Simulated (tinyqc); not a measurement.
From one set of inputs to another, one input at a time: growth of a silicide layer between metal and silicon: linear-parabolic kinetics, ramp anneals and Kissinger analysis. Computed by tinyqc, a small Python program. Command: `OMP_NUM_THREADS=1 python tinyqc.py 3019485 3019486 out.jsonl silicide ladder`. One thread of a shared host (Intel(R) Xeon(R) Processor @ 2.30GHz), about 0.1 s of CPU time with the checks.

One compound layer of thickness x grows by diffusion through itself and reaction at an interface, dx/dt = 1/(2x/K + 1/v), until the metal is used up at x = a h.

The inputs printed are set A. Set A is modelled on CoSi; the values taken over come from a set modelled on NiSi. Inputs not listed in the table keep their values of set A, so the rows need not describe a real material.

Inputs (values chosen for the exercise, modelled on CoSi): metal thickness h = 62 nm; silicide formed per metal thickness a = 2.02; prefactor of the parabolic constant K = 6.9e+12 nm^2/s; activation energy E of K = 1.81 eV; prefactor of the interface velocity v = 1.1e+13 nm/s; activation energy E_v = 1.99 eV; temperature T = 440 C; time t = 280 s.

Constants: k_B = 8.617333262e-05 eV/K.

Method:
- The silicide ends at the thickness a h.
- K = K0 exp(-E/(k_B T)), v = v0 exp(-E_v/(k_B T)).
- Temperatures in kelvin are T(C) + 273.15.
- x^2/K + x/v = t, so x = (K/(2v)) [sqrt(1 + 4 v^2 t/K) - 1], capped at a h; completion time t_c = (a h)^2/K + a h/v, a h being the final thickness; crossover thickness K/v.

Each row keeps all changes above it:
```
input moved                                                                                from             to  completion time (s)  thickness at time t (nm)  crossover thickness (nm)
set A                                                                                         -              -            1.537e+04                     12.76                      11.7
temperature T (C)                                                                           440            360            6.595e+05                      0.43                      17.0
prefactor of the parabolic constant K (nm^2/s) and activation energy E of K (eV)  6.9e+12, 1.81  8.8e+13, 1.73            8.929e+04                      0.44                     939.0
time t (s)                                                                                  280             75            8.929e+04                      0.12                     939.0
metal thickness h (nm)                                                                       62             72            1.057e+05                      0.12                     939.0
prefactor of the interface velocity v (nm/s) and activation energy E_v (eV)       1.1e+13, 1.99   2.5e+14, 1.9            1.495e+04                      7.33                       7.9
```

Completion time goes from 15400 to 14900, a factor 0.9724 in all. The largest single move comes from temperature T (a factor 42.9), but it runs against the net change; the largest move in the direction of the net change is prefactor of the parabolic constant K with activation energy E of K (a factor 0.135). Thickness at time t goes from 12.8 to 7.33, a factor 0.575 in all. The largest single move comes from prefactor of the interface velocity v with activation energy E_v (a factor 61.5), but it runs against the net change; the largest move in the direction of the net change is temperature T (a factor 0.0340). Crossover thickness goes from 11.7 to 7.94, a factor 0.676 in all. The largest single move comes from prefactor of the interface velocity v with activation energy E_v (a factor 0.00845), and prefactor of the parabolic constant K with activation energy E of K works against it (a factor 55.3). The single moves hold for this order of the switches; the total does not depend on the order.

Caution (rows time t, metal thickness h): a thickness below one atomic layer means that growth has not started.

Extremes, crossings and ranges named in words are read from the listed rows.
